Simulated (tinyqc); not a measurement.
On-chip interconnect, size-dependent resistivity and RC delay: two steps of the calculation.

A rectangular line between two neighbours and two ground planes. Surface and grain-boundary scattering are added to the bulk resistivity as corrections; capacitances are parallel-plate values without fringing; inductance is ignored.

Inputs (values chosen for the exercise); metal values close to those of copper: bulk resistivity rho0 = 1.69 uohm cm; bulk mean free path lam = 40.8 nm; specular share of surface scattering ps = 0; reflection coefficient of grain boundaries Rg = 0.31; grain size over the metal width gr = 1; drawn line width wd = 18 nm; aspect ratio, height over width AR = 1.6; liner on both walls and the bottom, not conducting tl = 2 nm; space to the neighbouring lines sp = 22 nm; dielectric height to the planes above and below hd = 39 nm; relative permittivity of the dielectric ek = 3; Miller factor of the neighbours Mf = 2; driver resistance Rd = 350 ohm; time step dt = 33 ps.

Constants: eps0 = 8.8541878128e-12 F/m. Results are converted to the units shown.

Question 1. Resistivity, resistance and capacitance per length. Metal width x = wd - 2 tl, height y = AR wd - tl; grain boundaries (Mayadas-Shatzkes): al = (lam/(gr x)) Rg/(1 - Rg), g = 1/[1 - 3 al/2 + 3 al^2 - 3 al^3 ln(1 + 1/al)] - 1; surfaces (Fuchs-Sondheimer, thick limit): s = (3/8) lam (1 - ps)(1/x + 1/y); rho = rho0 (1 + g + s); r = rho/(x y); c = eps0 ek (2 wd/hd + 2 Mf AR wd/sp).

Wanted: x; y; al; g; s; rho; r; c.

Answer 1.

x = 14.00 nm
y = 26.80 nm
al = 1.309
g = 1.794
s = 1.664
rho = 7.533 uohm cm
r = 200.8 ohm/um
c = 0.1636 fF/um

Question 2. Node voltages after a time step. A 1 V step is applied behind Rd at t = 0. C dv/dt = -G v + b, with G the conductance matrix of the ladder (1/Rs between neighbours, 1/Rd added at node 0) and b = (1 V/Rd, 0, ...). Backward Euler step: (C/dt + G) v(new) = (C/dt) v + b.

Rs = 4015.6487 ohm

| node | C (fF) | v at t = 0 (V) |
|---|---|---|
| 0 | 1.6361053 | 0 |
| 1 | 3.2722106 | 0 |
| 2 | 3.2722106 | 0 |
| 3 | 3.2722106 | 0 |
| 4 | 2.5361053 | 0 |

Wanted: v at t = 1 dt.

Answer 2.

v at t = 1 dt, node 0 to 4 (V): [0.9460, 0.5146, 0.2881, 0.1763, 0.1347]

Range of the model: The metal width is under the mean free path, where the thick-limit surface term and the simple sum of corrections lose accuracy.

Computed by the program tinyqc: `OMP_NUM_THREADS=1 python tinyqc.py 2100005 2100006 out.jsonl`, one thread of a shared Intel Xeon 2.30GHz, about 0.01 s for the whole run.
